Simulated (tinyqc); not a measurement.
Reflectance across the plasma edge: free-carrier optics of a doped semiconductor (Drude model with one polar phonon).

eps(E) = ei [1 - Ep^2/(E^2 + i E Gam)] + (es - ei) wT^2/(wT^2 - E^2 - i E gT), with Ep^2 = 8 pi c (e^2/(4 pi eps0)) N/(m ei), c = hbar^2/2m0, N in 1/angstrom^3 (1e-24 per 1/cm^3); Gam = hbar/tau, tau = mu m m0/e with m0/e = 5.685630e-12 kg/C and mu in m^2/(V s). Energies in meV.

n + i k = sqrt(eps1 + i eps2) with k >= 0; R = ((n - 1)^2 + k^2)/((n + 1)^2 + k^2) at normal incidence from vacuum; alpha = 2 E k/(hbar c), times 1e8 for 1/cm; loss function Im(-1/eps) = eps2/(eps1^2 + eps2^2).

Constants: hbar^2/2m0 = 3.80998211 eV angstrom^2; e^2/(4 pi eps0) = 14.39964547 eV angstrom; hbar = 6.58211957e-16 eV s; hbar c = 1973.269805 eV angstrom.

Values chosen for the exercise (mass and dielectric values near those of GaP; N and mu are free inputs; interband absorption and the rise of the mass with filling are left out; shifted at random, so the results belong to these values and not to a real crystal): N = 3.2e+19 1/cm^3 (carrier density); m = 0.395 m0 (conductivity mass); mu = 190 cm^2/(V s) (mobility); ei = 9.34 (high-frequency dielectric constant); wT = 45.5 meV (TO phonon); es = 11.49 (static dielectric constant); gT = 0.2 meV (phonon damping).

Spectrum:

| E (meV) | eps1 | eps2 | R | alpha (1/cm) |
|---|---|---|---|---|
| 10.9 | -301.49 | 443.11 | 0.922 | 2.26e+04 |
| 32.8 | -71.21 | 40.02 | 0.895 | 2.91e+04 |
| 54.7 | -30.07 | 9.81 | 0.897 | 3.08e+04 |
| 76.6 | -10.13 | 3.69 | 0.823 | 2.51e+04 |
| 93.0 | -3.91 | 2.09 | 0.683 | 1.92e+04 |
| 109.4 | -0.26 | 1.29 | 0.229 | 9.85e+03 |
| 120.3 | 1.39 | 0.97 | 0.041 | 4.78e+03 |
| 136.7 | 3.17 | 0.67 | 0.084 | 2.58e+03 |
| 164.0 | 5.04 | 0.39 | 0.148 | 1.43e+03 |
| 218.7 | 6.92 | 0.16 | 0.202 | 691 |
| 328.1 | 8.26 | 0.05 | 0.234 | 282 |
| 546.8 | 8.95 | 0.01 | 0.249 | 97.6 |

Ep = 109.4 meV and Gam = 15.4 meV. R is 0.922 at the lowest energy and lowest, 0.041, at 120.3 meV of those listed; without damping and phonon it would vanish at Ep sqrt(ei/(ei - 1)) = 115.7 meV. At the highest energy R is 0.249, against 0.257 for ei alone. Between the last two rows alpha goes as E^-2.08, where the Drude limit far above Ep and Gam is E^-2. Inside the metallic range the phonon cuts a dip in R near L-, below wT = 45.5 meV, which the rows may miss.

tinyqc: `OMP_NUM_THREADS=1 python tinyqc.py 1651321 1651322 out.jsonl`; about 0.01 s, one thread, shared Intel(R) Xeon(R) Processor @ 2.30GHz.
